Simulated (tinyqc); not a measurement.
## Hoppings from the band edges

Question. A dimerised chain has bands +/- sqrt(dl^2 + t1^2 + t2^2 + 2 t1 t2 cos k). Its semi-infinite form starts with the bond t1 and has no state bound to its end; such a state exists only for t1 < t2. Find t1 and t2.

Values chosen for this exercise:

| symbol | value | unit | meaning |
|---|---|---|---|
| dl | 0 | eV | site energy, +dl on A and -dl on B |

bottom and top of the upper band (eV): [0.12, 2.12]

Answer. The top gives t1 + t2 = sqrt(E^2 - dl^2) and the bottom |t1 - t2|; the end state decides which is larger.

t1 = 1.12 eV
t2 = 1.00 eV

Program tinyqc, `OMP_NUM_THREADS=1 python tinyqc.py 2680122 2680123 out.jsonl`; Intel Xeon 2.30GHz, shared host, one thread, about 0.01 s.
